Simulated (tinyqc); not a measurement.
What each parameter does: overlap of hydrogenic dopants: pairs, impurity band and the Mott density.

Ry* = Ry m/eps^2, aB = a0 eps/m. For 1s orbitals a distance rho = R/aB apart, in Ry*: overlap S = exp(-rho)(1 + rho + rho^2/3), J = (2/rho)(1 - (1 + rho) exp(-2 rho)) (attraction to the other ion), Kx = 2 (1 + rho) exp(-rho) (exchange of one electron). One electron on a pair has E = -1 - (J +/- Kx)/(1 +/- S), without the repulsion 2/rho of the ions. Hopping after orthogonalisation: t = (Kx - S J)/(1 - S^2), half the splitting. Dopants on a lattice with z neighbours, n = 1/R^3 (simple cubic), give a band of width B = 2 z t, as on any lattice of two interpenetrating sublattices. Valleys, central cells and disorder are left out.

Constants: Ry = 13.60569312 eV; a0 (Bohr radius) = 0.5291772105 angstrom.

Values chosen for the exercise (an isotropic mass and dielectric constant of the size used for donors in GaN; the results hold for these values, not for the real material):
```
symbol  value  unit    meaning
m       0.197  m0      mass
eps     9.2            dielectric constant
rho     5.1    aB      distance of a pair
N       0.013  1/aB^3  dopant density
z       6              neighbours in the dopant lattice
```

At fixed N in units of 1/aB^3 and fixed rho: Ry*, 2t of the pair, B of the lattice and the density in 1e18/cm^3 (1/angstrom^3 = 1e24/cm^3).

Results for these values:
```
case  Ry* (meV)  2t (meV)  B (meV)  density (1e18/cm^3)
base     31.667    2.4950   28.881               0.8613
```

What happens to each result for N = 0.0195 1/aB^3, all else kept?

Answer: Ry* does not change at the printed digits; 2t does not change at the printed digits; B rises from 28.881 to 43.208; density rises from 0.8613 to 1.292.

The same for each parameter in turn:
```
case               Ry* (meV)  2t (meV)  B (meV)  density (1e18/cm^3)
base                  31.667    2.4950   28.881               0.8613
m = 0.2167 m0         34.834    2.7445   31.769                1.146
eps = 10.12           26.171    2.0620   23.868               0.6471
rho = 5.6 aB          31.667    1.6718   28.881               0.8613
N = 0.0195 1/aB^3     31.667    2.4950   43.208                1.292
```

Run: tinyqc, `OMP_NUM_THREADS=1 python tinyqc.py 1452589 1452590 out.jsonl`; Intel(R) Xeon(R) Processor @ 2.30GHz, one thread, shared host; about 0.01 s of CPU time with all checks.
